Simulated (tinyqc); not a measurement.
Changing the fraction x of A: two-mode optical phonons of a ternary alloy from two coupled oscillators. Computed by tinyqc, a small Python program. Command: `OMP_NUM_THREADS=1 python tinyqc.py 3006751 3006752 out.jsonl twomode sweep`. One thread of a shared host (Intel(R) Xeon(R) Processor @ 2.30GHz), about 0.01 s of CPU time with the checks.

An alloy A(x)B(1-x)C has an A-C and a B-C bond oscillator. Each TO frequency moves linearly from the impurity mode (dilute end) to the TO of the pure crystal; each strength is proportional to the number of bonds.

Inputs (values chosen for the exercise, for a model alloy):
```
quantity                  value  unit
omega_TO of pure AC         402  1/cm
omega_LO of pure AC         450  1/cm
omega_TO of pure BC         243  1/cm
omega_LO of pure BC         288  1/cm
eps_inf of AC              5.64     -
eps_inf of BC              8.49     -
impurity mode of A in BC    383  1/cm
impurity mode of B in AC    238  1/cm
electron mass m*           0.13   m_0
```

Constants: e^2/(4 pi eps_0) = 14.39964548 eV angstrom; hbar^2/(2 m_0) = 3.80998212 eV angstrom^2; 1 THz = 33.35640952 1/cm; h x 1 THz = 4.135667696 meV.

Method:
- omega_1 = (impurity mode of A) + x (omega_TO,AC - impurity mode of A); omega_2 = (impurity mode of B) + (1 - x)(omega_TO,BC - impurity mode of B); eps_inf = x eps_AC + (1 - x) eps_BC; strengths W_1 = x eps_AC (omega_LO,AC^2 - omega_TO,AC^2), W_2 = (1 - x) eps_BC (omega_LO,BC^2 - omega_TO,BC^2).
- eps(omega) = eps_inf + W_1/(omega_1^2 - omega^2) + W_2/(omega_2^2 - omega^2) = 0 is the eigenproblem of the matrix [[omega_1^2 + W_1/eps_inf, sqrt(W_1 W_2)/eps_inf], [sqrt(W_1 W_2)/eps_inf, omega_2^2 + W_2/eps_inf]] for omega_LO^2.
- Uncoupled values keep the diagonal alone. eps_s = eps_inf + W_1/omega_1^2 + W_2/omega_2^2.
- The polar coupling of mode j is c_j = (u_j . sqrt(W))^2/(eps_inf^2 omega_j^2), u_j its eigenvector and omega_j here its LO frequency; the c_j add up to 1/eps_inf - 1/eps_s. Froehlich constant alpha_j = (e^2/(4 pi eps_0)) c_j k_j/(2 E_j), E_j = h c omega_j, k_j = sqrt(m* E_j/(hbar^2/(2 m_0))).

One run for each value:
```
fraction x of A  upper LO mode (1/cm)  lower LO mode (1/cm)  share of the upper mode   eps_s  eps_inf
0.044                          385.96                285.84                  0.05125  11.724   8.3646
0.150                          392.95                280.78                  0.16060  11.233   8.0625
0.250                          399.43                276.09                  0.25198  10.764   7.7775
0.350                          405.87                271.42                  0.33715  10.290   7.4925
0.450                          412.34                266.71                  0.41985   9.810   7.2075
0.550                          418.86                261.91                  0.50327   9.324   6.9225
0.650                          425.48                256.98                  0.59067   8.832   6.6375
0.750                          432.24                251.87                  0.68591   8.335   6.3525
0.850                          439.17                246.53                  0.79423   7.832   6.0675
0.960                          447.06                240.35                  0.93812   7.272   5.7540
```

Over the rows, upper LO mode (1/cm) rises from 386 to 447 (exponent d ln y / d ln x 0.015 between the first rows and 0.15 between the last); lower LO mode (1/cm) falls from 286 to 240 (exponent d ln y / d ln x -0.015 between the first rows and -0.21 between the last); share of the upper mode rises from 0.0512 to 0.938 (exponent d ln y / d ln x 0.93 between the first rows and 1.4 between the last). Both TO lines are straight by construction; the LO lines bend because the splitting depends on the number of bonds and on the coupling of the two oscillators through the field.
